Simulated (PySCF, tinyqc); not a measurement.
Inside a calculation. Method: RHF in the sto-3g basis, for H6, spin multiplicity 1. The lowest restricted solution is unstable here: a spin-polarised one lies 0.1648 hartree lower (PySCF). One step of it, computed by the program tinyqc.

Problem. Iteration 1: building the Fock matrix. J_ij = sum D_kl (ij|kl), K_ij = sum D_kl (ik|jl); F = H + J - 0.5 K; E = tr D H + tr D J / 2 - 0.25 tr D K + E_nn.

D at the start, lower triangle:
```
           1H 1s      2H 1s      3H 1s      4H 1s     5H 1s     6H 1s
1H 1s   0.101279
2H 1s   0.313467   1.330056
3H 1s  -0.175071   0.043244   1.290758
4H 1s  -0.225572  -0.733971   0.501616   1.290758
5H 1s   0.263729   0.564586  -0.733971   0.043244  1.330056
6H 1s   0.098047   0.263729  -0.225572  -0.175071  0.313467  0.101279
```

core Hamiltonian H = T + V (hartree), lower triangle:
```
           1H 1s      2H 1s      3H 1s      4H 1s      5H 1s      6H 1s
1H 1s  -1.391037
2H 1s  -0.590789  -1.814876
3H 1s  -0.125927  -1.049274  -1.909363
4H 1s  -0.007176  -0.133650  -0.668408  -1.909363
5H 1s  -0.000478  -0.016468  -0.133650  -1.049274  -1.814876
6H 1s  -0.000005  -0.000478  -0.007176  -0.125927  -0.590789  -1.391037
```

Two-electron integrals (ij|kl) in chemists' order, unique and non-zero (hartree):
```
(11|11) 0.774606   (21|11) 0.164295   (21|21) 0.051382   (22|11) 0.368478
(22|21) 0.164295   (22|22) 0.774606   (31|11) 0.023171   (31|21) 0.008207
(31|22) 0.031133   (31|31) 0.001493   (32|11) 0.131054   (32|21) 0.057799
(32|22) 0.289890   (32|31) 0.012820   (32|32) 0.140849   (33|11) 0.216832
(33|21) 0.091597   (33|22) 0.464260   (33|31) 0.023171   (33|32) 0.289890
(33|33) 0.774606   (41|11) 0.000760   (41|21) 0.000307   (41|22) 0.001362
(41|31) 0.000064   (41|32) 0.000652   (41|33) 0.001362   (41|41) 3.24e-06
(42|11) 0.011587   (42|21) 0.004801   (42|22) 0.023171   (42|31) 0.001118
(42|32) 0.012820   (42|33) 0.031133   (42|41) 0.000064   (42|42) 0.001493
(43|11) 0.050646   (43|21) 0.019780   (43|22) 0.091597   (43|31) 0.004801
(43|32) 0.057799   (43|33) 0.164295   (43|41) 0.000307   (43|42) 0.008207
(43|43) 0.051382   (44|11) 0.137986   (44|21) 0.050646   (44|22) 0.216832
(44|31) 0.011587   (44|32) 0.131054   (44|33) 0.368478   (44|41) 0.000760
(44|42) 0.023171   (44|43) 0.164295   (44|44) 0.774606   (51|11) 0.000034
(51|21) 0.000014   (51|22) 0.000065   (51|31) 3.21e-06   (51|32) 0.000036
(51|33) 0.000086   (51|41) 1.81e-07   (51|42) 4.03e-06   (51|43) 0.000021
(51|44) 0.000055   (51|51) 1.11e-08   (52|11) 0.001080   (52|21) 0.000424
(52|22) 0.001959   (52|31) 0.000100   (52|32) 0.001161   (52|33) 0.003055
(52|41) 0.000006   (52|42) 0.000156   (52|43) 0.000935   (52|44) 0.003055
(52|51) 4.10e-07   (52|52) 0.000018   (53|11) 0.008157   (53|21) 0.003061
(53|22) 0.013500   (53|31) 0.000716   (53|32) 0.008284   (53|33) 0.023171
(53|41) 0.000046   (53|42) 0.001262   (53|43) 0.008207   (53|44) 0.031133
(53|51) 3.21e-06   (53|52) 0.000156   (53|53) 0.001493   (54|11) 0.057435
(54|21) 0.020509   (54|22) 0.084789   (54|31) 0.004540   (54|32) 0.049053
(54|33) 0.131054   (54|41) 0.000284   (54|42) 0.008284   (54|43) 0.057799
(54|44) 0.289890   (54|51) 0.000020   (54|52) 0.001161   (54|53) 0.012820
(54|54) 0.140849   (55|11) 0.108482   (55|21) 0.037849   (55|22) 0.151974
(55|31) 0.008157   (55|32) 0.084789   (55|33) 0.216832   (55|41) 0.000489
(55|42) 0.013500   (55|43) 0.091597   (55|44) 0.464260   (55|51) 0.000034
(55|52) 0.001959   (55|53) 0.023171   (55|54) 0.289890   (55|55) 0.774606
(61|11) 2.35e-07   (61|21) 9.07e-08   (61|22) 4.12e-07   (61|31) 2.15e-08
(61|32) 2.49e-07   (61|33) 6.73e-07   (61|42) 3.46e-08   (61|43) 2.10e-07
(61|44) 6.73e-07   (61|53) 3.46e-08   (61|54) 2.49e-07   (61|55) 4.12e-07
(62|11) 0.000022   (62|21) 0.000008   (62|22) 0.000034   (62|31) 1.82e-06
(62|32) 0.000020   (62|33) 0.000055   (62|41) 1.15e-07   (62|42) 3.21e-06
(62|43) 0.000021   (62|44) 0.000086   (62|51) 8.11e-09   (62|52) 4.10e-07
(62|53) 4.03e-06   (62|54) 0.000036   (62|55) 0.000065   (62|62) 1.11e-08
(63|11) 0.000329   (63|21) 0.000118   (63|22) 0.000489   (63|31) 0.000026
(63|32) 0.000284   (63|33) 0.000760   (63|41) 1.63e-06   (63|42) 0.000046
(63|43) 0.000307   (63|44) 0.001362   (63|51) 1.15e-07   (63|52) 0.000006
(63|53) 0.000064   (63|54) 0.000652   (63|55) 0.001362   (63|62) 1.81e-07
(63|63) 3.24e-06   (64|11) 0.005857   (64|21) 0.002038   (64|22) 0.008157
(64|31) 0.000438   (64|32) 0.004540   (64|33) 0.011587   (64|41) 0.000026
(64|42) 0.000716   (64|43) 0.004801   (64|44) 0.023171   (64|51) 1.82e-06
(64|52) 0.000100   (64|53) 0.001118   (64|54) 0.012820   (64|55) 0.031133
(64|61) 2.15e-08   (64|62) 3.21e-06   (64|63) 0.000064   (64|64) 0.001493
(65|11) 0.028305   (65|21) 0.009669   (65|22) 0.037849   (65|31) 0.002038
(65|32) 0.020509   (65|33) 0.050646   (65|41) 0.000118   (65|42) 0.003061
(65|43) 0.019780   (65|44) 0.091597   (65|51) 0.000008   (65|52) 0.000424
(65|53) 0.004801   (65|54) 0.057799   (65|55) 0.164295   (65|61) 9.07e-08
(65|62) 0.000014   (65|63) 0.000307   (65|64) 0.008207   (65|65) 0.051382
(66|11) 0.084344   (66|21) 0.028305   (66|22) 0.108482   (66|31) 0.005857
(66|32) 0.057435   (66|33) 0.137986   (66|41) 0.000329   (66|42) 0.008157
(66|43) 0.050646   (66|44) 0.216832   (66|51) 0.000022   (66|52) 0.001080
(66|53) 0.011587   (66|54) 0.131054   (66|55) 0.368478   (66|61) 2.35e-07
(66|62) 0.000034   (66|63) 0.000760   (66|64) 0.023171   (66|65) 0.164295
(66|66) 0.774606
```

nuclear repulsion = 3.74903786 hartree

Give: Coulomb J; exchange K; Fock matrix F; total energy of this density.

Solution.

Coulomb J (hartree), lower triangle:
```
        1H 1s   2H 1s   3H 1s   4H 1s   5H 1s   6H 1s
1H 1s  1.3288
2H 1s  0.5220  2.3447
3H 1s  0.1095  1.1481  2.6184
4H 1s  0.0058  0.1313  0.7377  2.6184
5H 1s  0.0003  0.0145  0.1313  1.1481  2.3447
6H 1s  0.0000  0.0003  0.0058  0.1095  0.5220  1.3288
```

exchange K (hartree), lower triangle:
```
         1H 1s   2H 1s    3H 1s   4H 1s   5H 1s   6H 1s
1H 1s   0.2436
2H 1s   0.3570  1.3045
3H 1s   0.0995  0.7713   1.3346
4H 1s  -0.0286  0.0563   0.4966  1.3346
5H 1s   0.0241  0.0251   0.0563  0.7713  1.3045
6H 1s   0.0232  0.0241  -0.0286  0.0995  0.3570  0.2436
```

Fock matrix F (hartree), lower triangle:
```
         1H 1s    2H 1s    3H 1s    4H 1s    5H 1s    6H 1s
1H 1s  -0.1840
2H 1s  -0.2473  -0.1224
3H 1s  -0.0662  -0.2868   0.0417
4H 1s   0.0129  -0.0305  -0.1790   0.0417
5H 1s  -0.0122  -0.0145  -0.0305  -0.2868  -0.1224
6H 1s  -0.0116  -0.0122   0.0129  -0.0662  -0.2473  -0.1840
```

total energy of this density = -2.183547 hartree
